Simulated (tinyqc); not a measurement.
Geometry optimisation on the RHF/sto-6g surface (energies and gradients from PySCF), for H3+, spin multiplicity 1, step by step. One step of it, computed by the program tinyqc.

Problem. Step 1: move. Quasi-Newton step p = -H^(-1) g (first H = 0.6 times the unit matrix); steps longer than 0.1 bohr are cut back.

positions at the start (bohr):
```
,x,y,z
1H,-0.001890,-0.032125,0.028346
2H,0.007559,-0.047243,1.700754
3H,0.020787,-0.054802,-1.655400
```

gradient (hartree/bohr):
```
,x,y,z
1H,0.00011022,-0.00013356,0.00159334
2H,-0.00013439,0.00011682,0.01733614
3H,0.00002417,0.00001674,-0.01892948
```

Give: positions after step 1.

Solution.

positions after step 1 (bohr):
```
,x,y,z
1H,-0.002,-0.032,0.026
2H,0.008,-0.047,1.672
3H,0.021,-0.055,-1.624
```
